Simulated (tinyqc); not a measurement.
# Minority carriers and saturation current of a heavily doped emitter: what changes with what

n-type, parabolic bands, full ionisation. eta = (EF - Ec)/kB T solves N = Nc F12(eta), F12(x) = (2/sqrt(pi)) int_0^infinity sqrt(u)/(1 + exp(u - x)) du. The gap shrinks rigidly by dEg = a3 y^(1/3) + a4 y^(1/4) + a2 y^(1/2), y = N/1e18 cm^-3, an empirical law that is here taken as the true narrowing.

Parameters, values chosen for the exercise; band and dielectric values close to those of silicon:
```
symbol,value,unit,meaning
T,400,K,temperature
Eg,1.12,eV,band gap
Nc,4.31e19,cm^-3,conduction-band density of states at 400 K
Nv,4.13e19,cm^-3,valence-band density of states at 400 K
N,1.5e19,cm^-3,ionised donor density
a3,8.6,meV,coefficient of (N/1e18)^(1/3)
a4,8.9,meV,coefficient of (N/1e18)^(1/4)
a2,3.6,meV,coefficient of (N/1e18)^(1/2)
mup,230,cm^2/(V s),minority-hole mobility
Cn,2.5e-31,cm^6/s,Auger coefficient
ts,3.3,us,defect lifetime
W,920,nm,emitter width
S,1.7e6,cm/s,recombination velocity at the contact
```

Constants: q = 1.602176634e-19 C, kB = 1.380649e-23 J/K, Vt = kB T/q. Results are converted to the units shown.

Each table varies one quantity; the others keep the values above.

## Effect of the contact

ni = sqrt(Nc Nv) exp(-Eg/(2 Vt)), Eg in volts; degeneracy factor g = F12(eta) exp(-eta); nie^2 = ni^2 exp(dEg/kB T) g, p0 = nie^2/N; apparent narrowing dEg + kB T ln g. 1/tau = Cn N^2 + 1/ts, D = mup Vt, L = sqrt(D tau); J0 = (q p0 D/L)(s + tanh(W/L))/(1 + s tanh(W/L)), s = S L/D; the share recombining inside is 1 - 1/[cosh(W/L)(1 + tanh(W/L)/s)].

Effect of the contact:
```
S (cm/s)  J0 (fA/cm^2)  share inside (%)
80            3.1049e6            98.501
340           3.2512e6            93.935
1500          3.8932e6            77.944
6200          6.3324e6            46.751
26000         1.4398e7            18.862
1.1e5         3.0668e7            7.2457
4.8e5         4.5042e7            3.9652
2.1e6         5.0734e7            3.1799
8.8e6         5.2239e7            3.0009
```

Read the table: what changes, and by how much?

J0 rises from 3.10e6 to 5.22e7 fA/cm^2, between the limits q p0 (D/L) tanh(W/L) = 3.06e6 and q p0 (D/L) coth(W/L) = 5.27e7; W/L = 0.25, so passivating the contact can gain at most a factor of 17.2.

## Effect of the doping

Same model as above.

The mobility is held fixed.

Effect of the doping:
```
N (cm^-3)  apparent narrowing (meV)  p0 (cm^-3)   L (nm)  J0 (fA/cm^2)  share inside (%)
5.9e17                        17.61     3.891e7  4.508e4       5.114e8           0.02293
1.3e18                        22.63     2.043e7  3.306e4       2.685e8           0.04264
3.1e18                        29.81     1.055e7  1.712e4       1.388e8            0.1589
7.1e18                        38.65     5.953e6     7838       7.862e7            0.7540
1.6e19                        49.37     3.605e6     3511       4.857e7             3.665
3.7e19                        62.17     2.260e6     1521       3.359e7             17.23
8.6e19                        74.77     1.402e6    654.8       3.019e7             56.47
2e20                          81.35     7.294e5    281.6       3.297e7             93.47
4.5e20                        70.23     2.348e5    125.1       2.383e7             99.91
```

What does the comparison show?

The apparent narrowing goes from 17.6 through a maximum of 81.3 (at N = 2e20 cm^-3 among the rows listed) to 70.2 meV. p0 goes as N^(-0.82) between the first two rows and N^(-1.40) between the last two (-1 without narrowing or degeneracy), and J0 moves up and down between 2.38e7 and 5.11e8 fA/cm^2.

Range of the model: Band tails, non-parabolic bands and incomplete ionisation are left out.

Program tinyqc, `OMP_NUM_THREADS=1 python tinyqc.py 2330170 2330171 out.jsonl`; Intel Xeon 2.30GHz, shared host, one thread, about 0.01 s.
